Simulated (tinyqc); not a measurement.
Small-signal admittance of a forward-biased p+-n diode: one step of the calculation.

Holes injected into a neutral base of width wb with an ohmic contact at its end; low injection, p0 far above the equilibrium density. A small voltage v exp(i w t), w = 2 pi f, modulates the edge density by p0 v/Vt, and the small-signal density obeys Dp d2p/dx2 = (1/tau + i w) p.

Problem. The same by finite differences. 7 equal intervals, h = wb/7; u = small-signal density over its edge value, u_0 = 1, u_7 = 0; u_(i-1) + b u_i + u_(i+1) = 0 with b = -2 - h^2 (1/tau + i w)/Dp; Y = (q Dp p0/(Vt h)) (-b/2 - u_1), which includes the half box at the edge.

Values chosen for this exercise; permittivity close to that of silicon: temperature T = 350 K; hole diffusion coefficient Dp = 8.5 cm^2/s; hole lifetime tau = 3e-8 s; width of the neutral base wb = 0.66 um; excess hole density at the junction edge p0 = 6.2e12 cm^-3; signal frequency f = 3.1e7 Hz.

Constants: q = 1.602176634e-19 C, kB = 1.380649e-23 J/K, Vt = kB T/q. Results are converted to the units shown.

Wanted: b; u; Y on the mesh.

Solution.

b = -2.000-0.002i

| node | u |
|---|---|
| 1 | 0.8565-0.0038i |
| 2 | 0.7132-0.0058i |
| 3 | 0.5703-0.0064i |
| 4 | 0.4275-0.0058i |
| 5 | 0.2849-0.0043i |
| 6 | 0.1424-0.0023i |

Y on the mesh = 4.267+0.142i S/cm^2

Computed by the program tinyqc: `OMP_NUM_THREADS=1 python tinyqc.py 2890216 2890217 out.jsonl`, one thread of a shared Intel Xeon 2.30GHz, about 0.01 s for the whole run.
